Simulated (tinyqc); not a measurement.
From results back to parameters: six-band k.p model of the valence band of a wurtzite crystal. Two cases, with inputs chosen for the exercise.

Problem. In the quasi-cubic model the splittings of an unstrained wurtzite crystal obey (E1 - E2) + (E1 - E3) = Dcr + Dso and (E1 - E2)(E1 - E3) = (2/3) Dcr Dso. The two splittings are given, and it is known that Dcr < Dso.

Find: sum; product; Dcr; Dso.

Method. Dcr and Dso are the roots of t^2 - S t + (3/2) P = 0; the energies alone cannot tell which is which, since the formulas are symmetric in the two.

Case 1.

E1 - E2, E1 - E3 (meV): 12.7116  74.0884

Solution.

sum = 86.80 meV
product = 941.8 meV^2
Dcr = 21.7 meV
Dso = 65.1 meV

Case 2.

E1 - E2, E1 - E3 (meV): 13.6537  72.7463

Solution.

sum = 86.40 meV
product = 993.3 meV^2
Dcr = 23.8 meV
Dso = 62.6 meV

Computed by tinyqc, one run a case: `OMP_NUM_THREADS=1 python tinyqc.py N N+1 out.jsonl` with N = 1051079, 1051166; one thread of a shared Intel(R) Xeon(R) Processor @ 2.30GHz, about 0.01 s a run at most.
